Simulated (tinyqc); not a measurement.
Adsorption as a lattice gas: isotherms with interactions, competition, desorption peaks and saturation dose: one step, computed by the program tinyqc.

One adsorbate per site; a molecule needs 1 empty site. Gas and surface have the same temperature.

Task: Desorption peak without interaction. The peak obeys E/(k_B T_p^2) = (nu/beta) exp(-E/(k_B T_p)) exactly. Redhead's shortcut, with the constant 3.46 (3.64 is also in use), reads E back as k_B T_p [ln(nu' T_p/beta) - 3.46], nu' = nu.

Inputs (values chosen for the exercise, for a model surface): desorption energy E = 1.51 eV; prefactor nu = 1.5e+12 1/s; heating rate beta = 0.54 K/s.

Adsorption: molecular (first order).

Constants: k_B = 8.617333262e-05 eV/K.

Give: peak temperature T_p; E by Redhead's shortcut.

Result:

peak temperature T_p = 555.9 K

E by Redhead's shortcut = 1.510 eV

The shortcut misses by -0.03 %, since 3.46 stands for ln(E/(k_B T_p)) = 3.45. A prefactor wrong by a factor 100 would shift E by 0.221 eV.
